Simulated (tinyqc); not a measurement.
Charge needed for a dipole step.

Two sheets of opposite charge dd apart with permittivity ei give the step D = q N dd/(eps0 ei).

Values chosen for this exercise:

| symbol | value | unit | meaning |
|---|---|---|---|
| ei | 8.1 |  | relative permittivity inside the dipole layer |
| dd | 0.29 | nm | thickness of the dipole layer |

Constants: q = 1.602176634e-19 C, eps0 = 8.8541878128e-14 F/cm where lengths are in cm. Results are converted to the units shown.

Result of one run:
```
D (V)	field (MV/cm)	moment (debye/nm^2, 1 D = 3.33564e-30 C m)
0.2915	10.05	6.268
```

Which charge in each sheet N gave this result: 1e12, 2.7e12, 4.5e13, 1.1e14 or 2.9e14 cm^-2?

N = 4.5e13 cm^-2.

The whole series:
```
N (cm^-2)	D (V)	field (MV/cm)	moment (debye/nm^2, 1 D = 3.33564e-30 C m)
1e12	0.006479	0.2234	0.1393
2.7e12	0.01749	0.6032	0.3761
6.8e12	0.04405	1.519	0.9472
1.7e13	0.1101	3.798	2.368
4.5e13	0.2915	10.05	6.268
1.1e14	0.7126	24.57	15.32
2.9e14	1.879	64.79	40.39
```

D is proportional to N, 0.1 V for 1.54e13 cm^-2. The same sheet as an uncompensated charge under 1 nm of a dielectric of permittivity 3.9 would shift the flat band by 0.716 V, and that shift would grow with thickness, which a dipole step does not. For N = 1.1e14, 2.9e14 the field exceeds 20 MV/cm; it acts over one bond length, where the sheet picture is only a bookkeeping device.

Numbers from tinyqc (`OMP_NUM_THREADS=1 python tinyqc.py 2410017 2410018 out.jsonl`; about 0.01 s on one thread of a shared Intel Xeon 2.30GHz).
